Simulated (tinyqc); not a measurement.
Inside a calculation. Model: short-channel transistor, virtual-source model with series resistance.

tinyqc, about 0.01 s, one thread, Intel Xeon 2.30GHz (shared host): `OMP_NUM_THREADS=1 python tinyqc.py 2380097 2380098 out.jsonl` Printed values are rounded.

The current per gate width is the charge at the top of the source barrier (the virtual source) times its velocity times a saturation function; al and be are fitting constants of the model. Units: I in uA/um, Rs in ohm um, so I Rs = 1e-6 I Rs in volts; Q in uC/cm^2, so I = 1e-4 Q vx0 Fsat with vx0 in cm/s.

Inputs (values chosen for the exercise): temperature T = 350 K; inversion capacitance Cinv = 2.48 uF/cm^2; velocity at the virtual source vx0 = 3.21e7 cm/s; apparent mobility mu = 97 cm^2/(V s); channel length L = 65 nm; threshold at zero drain voltage VT0 = 0.423 V; drain-induced barrier lowering dl = 0.179 V/V; subthreshold factor n0 = 1.54; growth of n with drain voltage nd = 0.05 1/V; threshold shift (in units of Vt) from weak to strong inversion al = 3.5; sharpness of saturation be = 1.6; series resistance of each contact Rs = 90 ohm um; gate voltage Vgs = 0.57 V; drain voltage Vds = 0.45 V.

Constants: q = 1.602176634e-19 C, kB = 1.380649e-23 J/K, Vt = kB T/q. Results are converted to the units shown.

## Iteration 1: current through the series resistance

I at the start = 0 uA/um

Intrinsic voltages Vg' = Vgs - I Rs, Vd' = Vds - 2 I Rs. n = n0 + nd Vd', VT = VT0 - dl Vd', Ff = 1/(1 + exp((Vg' - VT + al Vt/2)/(al Vt))), Q = Cinv n Vt ln(1 + exp((Vg' - VT + al Vt Ff)/(n Vt))), Vdsat = (vx0 L/mu)(1 - Ff) + Vt Ff, Fsat = u/(1 + u^be)^(1/be) with u = Vd'/Vdsat, and I(out) = Q vx0 Fsat per width. (Fsat takes the sign of u.) I(new) = I(out).

Vg' = 0.57 V
Vd' = 0.45 V
VT = 0.3424500 V
Ff = 0.06564479
Q = 0.5823136 uC/cm^2
Vdsat = 2.011807 V
Fsat = 0.2118200
I(out) = 395.9396 uA/um
I after iteration 1 = 395.9396 uA/um

## Iteration 2: current through the series resistance

As before.

Vg' = 0.5343654 V
Vd' = 0.3787309 V
VT = 0.3552072 V
Ff = 0.1000040
Q = 0.4725375 uC/cm^2
Vdsat = 1.938935 V
Fsat = 0.1868794
I(out) = 283.4671 uA/um
I after iteration 2 = 283.4671 uA/um

## Course of the iteration: current through the series resistance

Stop when I changes by less than 1e-7 uA/um, or after 80 iterations.

Course of the iteration:
```
iteration  I (uA/um)  |change| (uA/um)
1           395.9396               396
2           283.4671               112
3           313.3190              29.9
4           305.2339              8.09
5           307.4121              2.18
6           306.8244             0.588
7           306.9829             0.158
8           306.9402            0.0427
9           306.9517            0.0115
10          306.9486           3.11e-3
11          306.9494           8.39e-4
12          306.9492           2.26e-4
13          306.9493           6.10e-5
14          306.9493           1.65e-5
15          306.9493           4.44e-6
16          306.9493           1.20e-6
17          306.9493           3.23e-7
18          306.9493           8.71e-8
```

Converged in 18 iterations. At the end each change is about 0.27 times the one before, with alternating sign: linear convergence.

## What the series resistance costs

converged I = 306.9493 uA/um
I0 = 395.9396 uA/um

Intrinsic voltages Vg' = Vgs - I Rs, Vd' = Vds - 2 I Rs. n = n0 + nd Vd', VT = VT0 - dl Vd', Ff = 1/(1 + exp((Vg' - VT + al Vt/2)/(al Vt))), Q = Cinv n Vt ln(1 + exp((Vg' - VT + al Vt Ff)/(n Vt))), Vdsat = (vx0 L/mu)(1 - Ff) + Vt Ff, Fsat = u/(1 + u^be)^(1/be) with u = Vd'/Vdsat, and I = Q vx0 Fsat per width. I0 is the current for Rs = 0. Effective velocity I/Q; transit time L Q/I.

loss against I0 = 22.47574 %
effective velocity = 6.178540e6 cm/s
transit time = 1.052028 ps

The carriers leave the virtual source at 19.2 % of vx0: Vd' is not large against Vdsat.
